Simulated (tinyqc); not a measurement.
Worked calculation: Ewald sum of point charges, fluorite lattice. Computed by tinyqc, a small Python program that keeps every step. Command: `OMP_NUM_THREADS=1 python tinyqc.py 30910 30911 out.jsonl` (the two numbers bound the seeds that draw the settings). One thread of a shared host (Intel(R) Xeon(R) Processor @ 2.60GHz), about 0.04 s of CPU time with the checks.

## Ewald sum with eta = 0.467 1/bohr

cell vectors (rows) (bohr):
```
          1         2         3
1  0.000000  4.260000  4.260000
2  4.260000  0.000000  4.260000
3  4.260000  4.260000  0.000000
```

Charges:
```
q                f1        f2        f3
2.000000   0.000000  0.000000  0.000000
-1.000000  0.250000  0.250000  0.250000
-1.000000  0.750000  0.750000  0.750000
```

Real space: 1/2 sum q_i q_j erfc(eta r)/r over all images with r > 0; reciprocal space: (2 pi/V) sum_(G != 0) exp(-G^2/4 eta^2)/G^2 |S(G)|^2 with S(G) = sum q exp(i G.r); self term -eta/sqrt(pi) sum q^2; background -pi Q^2/(2 V eta^2), Q the total charge.

Real-space shells (first ones):
```
r (bohr)   pairs  sum (hartree)
3.689268      16      -0.064311
4.260000      12       0.006903
6.024550      36       0.000414
7.064411      48      -0.000021
7.378536      16       1.19e-06
8.520000      18       3.88e-08
9.284455      48      -4.49e-09
9.525650      48       7.94e-10
10.434826     72       3.81e-11
11.067805     64              0
12.049100     36              0
12.601250     96              0
```

Reciprocal shells (first ones that count):
```
G^2 (1/bohr^2)  vectors  sum (hartree)
1.631555              8       0.122805
2.175407              6       0.148131
5.982369             24       0.000686
6.526221              8       0.000449
10.333184            24       2.71e-06
10.877035            24       0.000006
14.683998            32       1.73e-08
19.034812            48       1.37e-10
19.578664            30       1.78e-10
```

## The total does not depend on eta

The same sums for other eta.

Totals (hartree per cell):
```
eta            real  reciprocal       self  background        total
0.467000  -0.057014    0.272078  -1.580859    0.000000  -1.36579521
0.587000  -0.008941    0.630221  -1.987076    0.000000  -1.36579521
0.764000  -0.000285    1.220735  -2.586245    0.000000  -1.36579521
```

shortest distance = 3.689268 bohr

Madelung constant -E d / (formula units |q+ q-|) = 2.519392
